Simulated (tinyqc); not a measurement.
# One electron in a tunnel-coupled double dot: charge qubit, sensing and quantum capacitance, step by step

Program tinyqc, `OMP_NUM_THREADS=1 python tinyqc.py 2470116 2470117 out.jsonl`; Intel Xeon 2.30GHz, shared host, one thread, about 0.01 s. Printed values are rounded.

Basis (left, right), H = [[ep/2, tc], [tc, -ep/2]], splitting Om = sqrt(ep^2 + 4 tc^2), ep = al times the gate voltage. In equilibrium the electron is on the right with the chance P_R = [1 + (ep/Om) tanh(Om/2 kB T)]/2.

Inputs (values chosen for the exercise):
- tc = 19 ueV (tunnel coupling)
- T = 0.036 K (electron temperature)
- al = 0.3 eV/V (lever arm of the gate on the detuning)
- Cp = 0.92 pF (parasitic capacitance of the resonator)
- f0 = 601 MHz (resonator frequency)
- Q = 26 (loaded quality factor)
- se = 5.5 ueV (deviation of quasi-static detuning noise)
- ep = -53.4 ueV (detuning)

Constants: q = 1.602176634e-19 C, kB = 1.380649e-23 J/K, hbar = 1.054571817e-34 J s, h = 6.62607015e-34 J s, Vt = kB T/q. Results are converted to the units shown.

## Splitting and occupation

Also the frequency Om/h, the mixing angle arctan2(2 tc, ep) and the weight of the right dot in the ground state, (1 + ep/Om)/2.

Om = 65.5405 ueV
Om/h = 15.8476 GHz
mixing angle = 144.564 degree
ground-state weight = 0.0926184
kB T = 3.10224 ueV
P_R = 0.0926184

## Capacitance seen by a resonator

q^2 al^2 dP_R/d(ep) splits into Cq = q^2 al^2 (2 tc^2/Om^3) tanh(Om/2 kB T) and Ct = q^2 al^2 (ep/Om)^2/(4 kB T cosh^2(Om/2 kB T)); Ct appears only if relaxation is faster than the drive. A resonator of frequency f0, capacitance Cp and quality factor Q shifts by df = -f0 Cq/(2 Cp) and its phase by -2 Q Cq/Cp.

Cq = 36.9794 aF
Ct = 2.06097e-6 aF
df = -12.0786 kHz
phase shift = -119.756 millidegree

## Dephasing by charge noise

Noise in ep shifts Om by (ep/Om) d + (2 tc^2/Om^3) d^2. For Gaussian d of deviation se the spread of Om is sqrt[(ep se/Om)^2 + 2 (2 tc^2 se^2/Om^3)^2], and T2* is estimated as sqrt(2) hbar/spread; Om T2*/h counts the oscillations within T2*.

first-order spread = 4.48120 ueV
second-order spread = 0.109710 ueV
T2* = 0.207662 ns
oscillations within T2* = 3.29095

At ep = 0 the first-order term vanishes and T2* would be 1.65 ns.
